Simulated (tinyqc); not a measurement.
Five-level k.p model folded onto the conduction band, step by step. Values are carried at full precision from step to step, so a last printed digit may differ when a step is redone from the rounded ones.

Second-order sums for the lowest conduction level at E: 1/m = 1 + Cm + (Ep/3)(2/E + 1/(E + Dso)) - (Ep2/3)(2/(E7 + D2 - E) + 1/(E7 - E)); g/2 = 1 + Cg - (Ep/3)(1/E - 1/(E + Dso)) - (Ep2/3)(1/(E7 - E) - 1/(E7 + D2 - E)). E is counted from the top of the valence band; E = Eg at the edge.

Constants: hbar^2/2m0 = 3.80998211 eV angstrom^2.

Inputs chosen for the exercise (near those of ZnSe; shifted at random, so the results belong to these values and not to a real crystal):
- Eg = 2.958 eV (gap at Gamma to the s-like level)
- Dso = 0.408 eV (spin-orbit splitting)
- Ep = 24.5 eV (Kane energy)
- E7 = 7.26 eV (upper Gamma7 conduction level, from the valence top)
- D2 = 0.09 eV (its spin-orbit splitting, Gamma8 above Gamma7)
- Ep2 = 1.8 eV (Kane energy to the upper levels)
- Cm = -2 (remote term in 1/m)
- Cg = -0.02 (remote term in g/2)
- k = 0.181 1/angstrom (wave vector along z)

## Mass and g factor term by term

Evaluate at E = Eg.

Terms:
```
level           part of 1/m  part of g
free + remote       -1.0000     1.9600
Gamma8 valence       5.5217    -5.5217
Gamma7 valence       2.4262     4.8524
Gamma8 upper        -0.2732     0.2732
Gamma7 upper        -0.1395    -0.2789
```

m = 0.1530 m0
g = 1.285

The valence levels give 7.95 to 1/m and the upper levels take 0.41 away. In g the two valence terms nearly cancel when Dso is small against Eg; here Dso/Eg = 0.14 and they leave -0.669, the upper pair -0.006.

## The matrix at one k

For k along z and one spin sector the level c couples to four states. With c0 = hbar^2/2m0, P = sqrt(Ep c0), P2 = sqrt(Ep2 c0): diagonal Eg + (1 + Cm) c0 k^2 for c, and 0, -Dso, E7 + D2, E7 for lh, so, G8 up, G7 up (their own dispersion is left out); couplings of c: sqrt(2/3) P k to lh, sqrt(1/3) P k to so, sqrt(2/3) P2 k to G8 up, sqrt(1/3) P2 k to G7 up (phases chosen real).

Fill in the matrix.

H (eV), lower triangle:
```
             c  lh        so    G8 up    G7 up
c      2.83318
lh     1.42783   0
so     1.00963   0  -0.40800
G8 up  0.38702   0         0  7.35000
G7 up  0.27366   0         0        0  7.26000
```

## Exact folding onto c

Solve E = H_cc + S(E), S(E) = sum_j H_cj^2/(E - H_jj), from E = H_cc, by plain substitution and by Newton steps on E - H_cc - S(E). The weight of c in the state is Z = 1/(1 - dS/dE). The exact level is the third eigenvalue of H from below.

Iterates (eV):
```
step  substitution   Newton
0          2.83318  2.83318
1          3.81719  3.55556
2          3.54437  3.59461
3          3.60677  3.59468
4          3.59181  3.59468
5          3.59536  3.59468
6          3.59452  3.59468
7          3.59472  3.59468
```

exact level = 3.59468 eV
Z = 0.8080

Substitution multiplies the error by about dS/dE = 1 - 1/Z = -0.238 a step, so it alternates; after 7 steps it is off by 3.8e-05 eV, while Newton is within 1e-5 eV from step 3 on.

## Loewdin series

Expanding E = H_cc + S(E) about Eg in powers of k^2, with s_n = sum_j H_cj^2/(Eg - H_jj)^n: order k^2: e2 = (1 + Cm) c0 k^2 + s1; order k^4: e4 = -s2 e2; order k^6: e6 = s3 e2^2 + s2^2 e2.

Give each order and the partial sums, counted from Eg.

s1 (eV), s2 (no unit), s3 (1/eV); (1 + Cm) c0 k^2 is H_cc - Eg: 0.94054  0.33478  0.10279

e2, e4, e6 (eV): 0.81573  -0.27309  0.15982

partial sums (eV): 0.81573  0.54263  0.70246

The exact value is 0.63668 eV; the errors of the partial sums are +179.05, -94.04 and +65.78 meV.

## Checks

- Curvature of the exact level at small k against the sum for 1/m: both 6.5353.

(tinyqc, `OMP_NUM_THREADS=1 python tinyqc.py 1081081 1081082 out.jsonl`, Intel(R) Xeon(R) Processor @ 2.30GHz, 1 thread, shared host, about 0.01 s.)
